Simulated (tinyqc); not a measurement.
## Inductance and parasitic capacitance from two readings

Inverse problem. A loss-free coil L in parallel with C shows the apparent inductance L/(1 - w^2 L C), w = 2 pi f. Find L, C and the self-resonance 1/(2 pi sqrt(L C)).

apparent inductance at 5.9 and 11 GHz (nH): [3.0850043, 5.7328835]

Answer. The inverse of the reading is 1/L - w^2 C, a straight line in w^2.

L = 2.600 nH
C = 44.00 fF
self-resonance = 14.88 GHz

Program tinyqc, `OMP_NUM_THREADS=1 python tinyqc.py 2302165 2302166 out.jsonl`; Intel Xeon 2.30GHz, shared host, one thread, about 0.01 s.
